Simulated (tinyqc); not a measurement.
Off-state leakage of single and stacked transistors: one step of the calculation.

n-channel devices of unit width. Subthreshold current I(Vg, Vs, Vd) = I0 (T/300 K)^0.5 exp[(Vg - Vs - VT(T) - gb (Vs - Vb) + dd (Vd - Vs))/(nf Vt)] (1 - exp(-(Vd - Vs)/Vt)), VT(T) = VT - cT (T - 300 K). Gate-edge tunnelling Ig (Vd/1 V) exp(ag (Vd - 1 V)), for a gate at 0 V, and band-to-band leakage Ab u exp(-Bb/u), u = Vd - Vb + 1 V, flow at a drain held at V; both are taken as independent of T. In a stack of off transistors (all gates at 0 V) the same subthreshold current passes through each.

Problem. Leakage of one transistor. Vg = Vs = 0, Vd = V; effective threshold VT(T) - gb Vb - dd V.

Inputs (values chosen for the exercise); values of the order met in bulk silicon logic transistors: temperature T = 378 K; supply voltage V = 0.9 V; threshold at 300 K, zero drain and body bias VT = 0.37 V; fall of the threshold with temperature cT = 1 mV/K; current at threshold at 300 K I0 = 0.67 uA/um; slope factor nf = 1.33; drain-induced lowering per volt dd = 0.05; rise of the threshold per volt of source-body bias gb = 0.09; gate-edge tunnelling current at 1 V Ig = 8e-6 uA/um; exponential slope of the gate current ag = 3 1/V; prefactor of band-to-band leakage at the drain Ab = 60 uA/(um V); its exponential voltage Bb = 21 V; body voltage Vb = 0 V.

Constants: q = 1.602176634e-19 C, kB = 1.380649e-23 J/K, Vt = kB T/q. Results are converted to the units shown.

Find: effective threshold; parts; total; shares.

Solution.

effective threshold = 0.2470 V
parts (nA/um): subthreshold 2.513, gate edge 0.005334, band-to-band 1.806
total = 4.325 nA/um
shares (%): subthreshold 58.11, gate edge 0.1233, band-to-band 41.77

The subthreshold part is the largest.

Computed by the program tinyqc: `OMP_NUM_THREADS=1 python tinyqc.py 2242160 2242161 out.jsonl`, one thread of a shared Intel Xeon 2.30GHz, about 0.05 s for the whole run.
